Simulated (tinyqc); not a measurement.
# Junction field-effect transistor with two gates, gradual channel with velocity saturation: depletion, velocity and field along the channel

A uniformly doped n-type channel, depleted from both sides by p+ gates; at channel potential V the depleted share of a is u = sqrt((Vbi - Vg + V)/Vp), s at the source. Electrons drift with v = mu E/(1 + mu E/vsat). Abrupt depletion edge, no series resistance, source at 0.

ni = sqrt(Nc Nv) exp(-Eg/(2 Vt)), Eg in volts; Vbi = Vt ln(Na Nd/ni^2); Vp = q Nd a^2/(2 eps0 eps_r); G0 = 2 q mu Nd a W/L; Z = mu Vp/(vsat L); s = sqrt((Vbi - Vg)/Vp). I = (G0 Vp/3) F/(1 + Z (u^2 - s^2)), F = 3 (u^2 - s^2) - 2 (u^3 - s^3), with u at V = Vd; Z = 0 gives constant mobility, for which u stops at 1. At channel potential V: y/L = (G0 Vp/3) F(u)/I - Z V/Vp, v = vsat I Z/(G0 Vp (1 - u)), E = (vsat/mu) w/(1 - w) with w = v/vsat.

Parameters, values chosen for the exercise; material values those of a made-up semiconductor:
```
symbol    value        unit                                     meaning
T           250           K                                 temperature
eps_r        16              relative permittivity of the semiconductor
Nc      3.85e17       cm^-3      conduction-band density of states at T
Eg         1.52          eV                                    band gap
Nv      8.29e18       cm^-3         valence-band density of states at T
Nd         1e17       cm^-3                donor density of the channel
a           260          nm                  half the channel thickness
mu         3700  cm^2/(V s)           low-field mobility at this doping
vsat      9.3e6        cm/s                         saturation velocity
L           0.3          um                                 gate length
W           100          um                                  gate width
Na       4.6e18       cm^-3               acceptor density of the gates
Vg         -1.5           V                                gate voltage
Vd        0.093           V                               drain voltage
```

Constants: q = 1.602176634e-19 C, kB = 1.380649e-23 J/K, Vt = kB T/q, eps0 = 8.8541878128e-14 F/cm where lengths are in cm. Results are converted to the units shown.

Along the channel:
```
V (V),u,y/L,v (cm/s),E (kV/cm)
0,0.88268,0.0000,4.8357e6,2.7227
0.0155,0.88497,0.1859,4.9322e6,2.8383
0.031,0.88726,0.3641,5.0323e6,2.9638
0.0465,0.88954,0.5346,5.1362e6,3.1005
0.062,0.89182,0.6974,5.2443e6,3.2501
0.0775,0.89409,0.8525,5.3567e6,3.4145
0.093,0.89635,1.0000,5.4738e6,3.5958
```

What does the table show?

From source to drain the open share 1 - u falls from 0.117 to 0.104, so the velocity rises by a factor of 1.13, to 0.589 vsat, and the field by 1.32. Half of Vd drops over the last 47 % of the gate length.

Numbers from tinyqc (`OMP_NUM_THREADS=1 python tinyqc.py 2500126 2500127 out.jsonl`; about 0.1 s on one thread of a shared Intel Xeon 2.30GHz).
